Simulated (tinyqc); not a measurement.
Inside a calculation. Method: Hubbard chain of 3 sites. One step of it, computed by the program tinyqc.

Question. The many-body Hamiltonian. Basis: all placements (u, d, 2, 0 on each site), up operators ordered before down ones; hops carry the sign of the same-spin electrons passed.

one-body matrix (hopping and site energies) (eV):
```
           1          2          3
1   0.000000  -1.020000   0.000000
2  -1.020000   0.000000  -1.020000
3   0.000000  -1.020000   0.000000
```

U = 5.400000 eV

electrons, up and down: 2  1

Give: H.

Answer.

H (eV):
```
        2u0     u20     uud     20u     udu     u02     duu     02u
2u0   5.400  -1.020   0.000  -1.020   0.000   0.000   0.000   0.000
u20  -1.020   5.400  -1.020   0.000  -1.020   0.000   0.000   0.000
uud   0.000  -1.020   0.000   0.000   0.000  -1.020   0.000   0.000
20u  -1.020   0.000   0.000   5.400  -1.020   0.000  -1.020   0.000
udu   0.000  -1.020   0.000  -1.020   0.000  -1.020   0.000  -1.020
u02   0.000   0.000  -1.020   0.000  -1.020   5.400   0.000   0.000
duu   0.000   0.000   0.000  -1.020   0.000   0.000   0.000  -1.020
02u   0.000   0.000   0.000   0.000  -1.020   0.000  -1.020   5.400
0u2   0.000   0.000   0.000   0.000   0.000  -1.020   0.000  -1.020

        0u2
2u0   0.000
u20   0.000
uud   0.000
20u   0.000
udu   0.000
u02  -1.020
duu   0.000
02u  -1.020
0u2   5.400
```
